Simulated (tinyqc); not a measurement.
## Ferroelectric switching by domains, regions with a spread of times with Merz's law: effect of the Avrami exponent

A film poled to -Ps gets a pulse V of length t. Field E = V/d, characteristic time tau = t0 exp(Ea/E). The film consists of seven classes of regions, z = -3..3, with weights w_z proportional to exp(-z^2/2) and summing to one, and times tau_z = tau 10^(wd z); the switched share is f = sum w_z [1 - exp(-(t/tau_z)^m)]. P = Ps (2 f - 1).

t10, t50 and t90 are the pulse lengths for f = 0.1, 0.5 and 0.9; f is taken at tp.

Inputs (values chosen for the exercise): time prefactor t0 = 2.4 ns; activation field Ea = 7900 kV/cm; film thickness d = 5 nm; pulse voltage V = 0.69 V; spread of switching times wd = 1 decades; pulse length tp = 670 ns.

The same in every row: tau (ns) = 735.17.

Results:
```
m,t10 (ns),t50 (ns),t90 (ns),f at tp
0.5,2.7685,289.43,15151,0.60220
1,13.917,458.07,11660,0.56066
2,31.596,608.41,9696.9,0.52762
2.5,37.612,633.95,9206.1,0.51955
3,42.117,650.36,8875.6,0.51251
4,48.433,670.78,8469.8,0.49935
```

Estimate the missing row, m = 1.5.

Computed row:
```
m,t10 (ns),t50 (ns),t90 (ns),f at tp
1.5,23.266,561.75,10456,0.53896
```

With this row back in the table: As m goes from 0.5 to 4, t50 rises from 289 to 671 ns and f at tp falls from 0.602 to 0.499; t90/t10 goes from 5470 to 175.

Program tinyqc, `OMP_NUM_THREADS=1 python tinyqc.py 2860043 2860044 out.jsonl`; Intel Xeon 2.30GHz, shared host, one thread, about 0.01 s.
